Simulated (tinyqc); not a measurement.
# Segment and feed resistance from two drops

Inverse problem. A rail is fed at one end through Rq; K loads of Ij follow, each after a segment Rs. The drop at load j is K Ij Rq + Rs Ij sum_(l=1..j) (K - l + 1). Find Rs, Rq and the worst drop, at the middle, if the rail were fed through Rq at both ends: K Ij Rq/2 + Rs Ij K^2/8 with the load taken as continuous.

Inputs (values chosen for the exercise): number of equal loads K = 12; current of each load Ij = 0.86 mA.

drops at the first and at the last load (mV): 8.3901600  12.533640

Solution. The difference of the two drops is Rs Ij K (K - 1)/2, which gives Rs; the first drop then gives Rq.

Rs = 0.07300 ohm
Rq = 0.7400 ohm
drop at the middle with two feeds = 4.948 mV

Numbers from tinyqc (`OMP_NUM_THREADS=1 python tinyqc.py 2770204 2770205 out.jsonl`; about 0.3 s on one thread of a shared Intel Xeon 2.30GHz).
